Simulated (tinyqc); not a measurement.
Global model of a low-pressure process discharge: electron temperature, density, ion flux and ion energy: one step, computed by the program tinyqc.

Maxwellian electrons with temperature T_e in eV, one positive ion, no negative ions, uniform bulk density n; rate constants have the Arrhenius form.

Question. Geometry factors. n_g = p/(k_B T_g); lambda_i = 1/(n_g sigma); h_L = 0.86/sqrt(3 + L/(2 lambda_i)), h_R = 0.8/sqrt(4 + R/lambda_i); A_eff = 2 pi R^2 h_L + 2 pi R L h_R; d_eff = pi R^2 L/A_eff.

Inputs (values chosen for the exercise, of the order of those of an inductive discharge in a simple atomic gas):
```
quantity                     value  unit
ion-neutral cross section  1.1e-18   m^2
pressure p                    0.28    Pa
gas temperature T_g            600     K
radius R                        24    cm
height L                       9.4    cm
```

Constants: k_B = 1.380649e-23 J/K.

Give: gas density n_g; ion mean free path; h_L; h_R; A_eff; d_eff.

Answer.

gas density n_g = 3.380e+19 1/m^3

ion mean free path = 2.690 cm

h_L = 0.3947

h_R = 0.2225

A_eff = 1744 cm^2

d_eff = 9.754 cm
